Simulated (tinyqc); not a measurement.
# Free and trapped electrons in a MOS channel with a dense trap tail: free and trapped charge against gate voltage

p-type body, charge-sheet picture, full ionisation (an idealisation for deep acceptors), Boltzmann statistics for free electrons. e = Ec - EF at the surface. Acceptor-like traps of density D(E) = D0 + De exp(-E/Ew) at depth E below Ec, from 0 to Eu, hold n_t = integral of D(E)/(1 + exp((e - E)/Vt)). psi = Eg - Vt ln(Nv/Na) - e; N_dep = sqrt(2 eps0 eps_r Na (psi - Vt)/q); n_f = sqrt(N_dep^2 + 2 eps0 eps_r Vt Nc exp(-e/Vt)/q) - N_dep; Vg = Vfb + psi + q (N_dep + n_t + n_f)/Cox, Cox = eps0 eox/tox.

Free share n_f/(n_f + n_t); swing ln 10 n_f/(dn_f/dVg); field-effect mobility mf q (dn_f/dVg)/Cox, for a constant mf; oxide field q (N_dep + n_t + n_f)/(eps0 eox).

Inputs (values chosen for the exercise); band and dielectric values close to those of 4H silicon carbide: temperature T = 300 K; band gap Eg = 3.21 eV; relative permittivity eps_r = 9.8; conduction-band density of states at T Nc = 1.68e19 cm^-3; valence-band density of states at T Nv = 2.52e19 cm^-3; relative permittivity of the insulator eox = 3.9; insulator thickness tox = 41 nm; acceptor density Na = 4.5e16 cm^-3; flat-band voltage without trapped charge Vfb = -2.25 V; constant background density of acceptor-like traps D0 = 3.3e10 cm^-2 eV^-1; density of the tail at the conduction edge De = 3.1e13 cm^-2 eV^-1; decay energy of the tail Ew = 0.1 eV; depth below Ec down to which the traps reach Eu = 0.5 eV; mobility of free electrons mf = 170 cm^2/(V s).

Constants: q = 1.602176634e-19 C, kB = 1.380649e-23 J/K, Vt = kB T/q, eps0 = 8.8541878128e-14 F/cm where lengths are in cm. Results are converted to the units shown.

Results:
columns A: Vg (V); B: e (eV); C: n_f (cm^-2); D: n_t (cm^-2); E: free share (%); F: swing (mV/decade); G: field-effect mobility (cm^2/(V s)); H: oxide field (MV/cm)
```
A             B         C         D         E      F         G       H
2.7      0.3767   9.745e5  6.347e10  0.001535  179.1  0.004051  0.5562
3.8      0.1908   1.249e9  5.035e11    0.2475  675.7     1.377  0.7791
4.9      0.1212  1.807e10  1.014e12     1.751   1306     10.30   1.030
6       0.08052  8.425e10  1.496e12     5.330   2071     30.29   1.289
7.1     0.05278  2.316e11  1.907e12     10.83   3034     56.85   1.550
8.2     0.03211  4.709e11  2.231e12     17.43   4201     83.47   1.814
10.4   0.002280  1.191e12  2.646e12     31.04   7094     125.0   2.343
11.5  -0.009055  1.640e12  2.766e12     37.22   8820     138.5   2.608
```

Estimate the missing row, Vg = 9.3 V.

Computed row:
columns A: Vg (V); B: e (eV); C: n_f (cm^-2); D: n_t (cm^-2); E: free share (%); F: swing (mV/decade); G: field-effect mobility (cm^2/(V s)); H: oxide field (MV/cm)
```
A          B         C         D      E     F      G      H
9.3  0.01575  7.955e11  2.473e12  24.34  5555  106.6  2.078
```

With this row back in the table: n_f reaches 1e11 cm^-2 at Vg = 6.16 V, against 3.19 V without traps. The free share rises from 0.00154 to 37.2 % and the field-effect mobility rises from 0.00405 to 138 cm^2/(V s), although mf = 170 is constant: in the last row 81.5 % of Cox dVg goes into free electrons. The swing in the first row is 179 mV a decade (Vt ln 10 = 59.5). For Vg = 8.2, 9.3, 10.4, 11.5 EF lies less than 2 Vt below the band edge, or above it, where degeneracy and confinement, left out, matter.

tinyqc, about 0.02 s, one thread, Intel Xeon 2.30GHz (shared host): `OMP_NUM_THREADS=1 python tinyqc.py 2222214 2222215 out.jsonl`
